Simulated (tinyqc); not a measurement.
Raising U: Hubbard chain of 3 sites, mean field against exact. Computed by the program tinyqc. Collinear unrestricted mean field (the lowest of 40 random starts) against exact diagonalisation.

one-body matrix (hopping and site energies) (eV):
```
         1        2        3
1   0.4100  -1.6800   0.0000
2  -1.6800   0.6000  -1.6800
3   0.0000  -1.6800   0.5700
```

electrons, up and down: 2  1

Exact and mean-field results (eV):

| U | U/t | E exact | E mean field | mean \|n_up - n_down\| | double occupancy, exact | first gap in the sector |
|---|---|---|---|---|---|---|
| 0.840 | 0.500 | -2.67480 | -2.65532 | 0.367 | 0.189 | 2.255 |
| 3.360 | 2.000 | -1.47921 | -1.22169 | 0.555 | 0.129 | 1.828 |
| 5.040 | 3.000 | -0.91625 | -0.50885 | 0.729 | 0.096 | 1.552 |
| 6.720 | 4.000 | -0.49712 | -0.04121 | 0.837 | 0.072 | 1.322 |
| 10.080 | 6.000 | 0.05647 | 0.47627 | 0.926 | 0.042 | 0.992 |
| 13.440 | 8.000 | 0.39094 | 0.74669 | 0.958 | 0.026 | 0.781 |
| 20.160 | 12.000 | 0.76222 | 1.02195 | 0.981 | 0.013 | 0.542 |
| 33.600 | 20.000 | 1.08095 | 1.24442 | 0.993 | 4.85e-03 | 0.332 |

Estimate the missing row, U = 1.68.

Computed row:
```
U        U/t   E exact  E mean field  mean |n_up - n_down|  double occupancy, exact  first gap in the sector
1.680  1.000  -2.22521      -2.14953                 0.412                    0.168                    2.122
```

In absolute terms mean field is worst at U/t = 4.0, 0.456 eV too high: at small U it is nearly exact, and at large U it misses only exchange-scale energies. Relative to the exact energy its error is 0.7 % at the smallest U, 743 % at most and 15 % at the largest. The double occupancy falls from 0.189 to 0.005.
